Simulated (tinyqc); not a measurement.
Temperature and isotope dependence of a band gap in oscillator models: one step. Two common fits. Three cases, with inputs chosen for the exercise.

Question. Give the falls and the parameters.

E(T) = E0 - sum_i sl_i th_i n_i(T), n = 1/(exp(th/T) - 1). The same coupling lowers the gap at 0 K by the zero-point term ZP = sum_i sl_i th_i/2, so the gap of the static lattice is E0 + ZP. Thermal expansion is taken as part of the slopes.

Two-parameter forms are made to pass through the falls at the two temperatures T12: Varshni aV T^2/(T + bV), from the line T^2/fall = (T + bV)/aV; one oscillator s1 t1/(exp(t1/T) - 1), with t1 from the ratio of the falls.

Give: falls; aV; bV; t1; s1; ZP of the one-oscillator fit.

Case 1.

Values chosen (near those of GaAs; shifted at random, so the results belong to these values and not to a real crystal): E0 = 1.512 eV (gap at 0 K); th = (92, 300) K (temperatures of two oscillators); sl = (0.1613, 0.2997) meV/K (their high-temperature slopes); T12 = (130, 230) K (temperatures of the fits).

Answer.

falls (meV): [24.3506, 63.6550]

aV = 0.7298 meV/K
bV = 377 K
t1 = 195.9 K
s1 = 0.4366 meV/K
ZP of the one-oscillator fit = 42.8 meV

The limiting slope of the model is 0.4610 meV/K; Varshni puts it +58 % off and one oscillator -5 %. The ZP of the fit differs from the true one by -9.6 meV.

Case 2.

Values chosen (near those of SiC; shifted at random, so the results belong to these values and not to a real crystal): E0 = 3.252 eV (gap at 0 K); th = (304, 1009) K (temperatures of two oscillators); sl = (0.1654, 0.3516) meV/K (their high-temperature slopes); T12 = (650, 1680) K (temperatures of the fits).

Answer.

falls (meV): [179.6282, 684.4448]

aV = 0.5814 meV/K
bV = 718 K
t1 = 729.5 K
s1 = 0.5102 meV/K
ZP of the one-oscillator fit = 186.1 meV

The limiting slope of the model is 0.5170 meV/K; Varshni puts it +12 % off and one oscillator -1 %. The ZP of the fit differs from the true one by -16.4 meV.

Case 3.

Values chosen (near those of Ge; shifted at random, so the results belong to these values and not to a real crystal): E0 = 0.747 eV (gap at 0 K); th = (105, 329) K (temperatures of two oscillators); sl = (0.1474, 0.2406) meV/K (their high-temperature slopes); T12 = (120, 230) K (temperatures of the fits).

Answer.

falls (meV): [16.5182, 51.6385]

aV = 0.7205 meV/K
bV = 508 K
t1 = 203.2 K
s1 = 0.3606 meV/K
ZP of the one-oscillator fit = 36.6 meV

The limiting slope of the model is 0.3880 meV/K; Varshni puts it +86 % off and one oscillator -7 %. The ZP of the fit differs from the true one by -10.7 meV.

Computed by tinyqc, one run a case: `OMP_NUM_THREADS=1 python tinyqc.py N N+1 out.jsonl` with N = 1850929, 1850931, 1850937; one thread of a shared Intel(R) Xeon(R) Processor @ 2.30GHz, about 0.01 s a run at most.
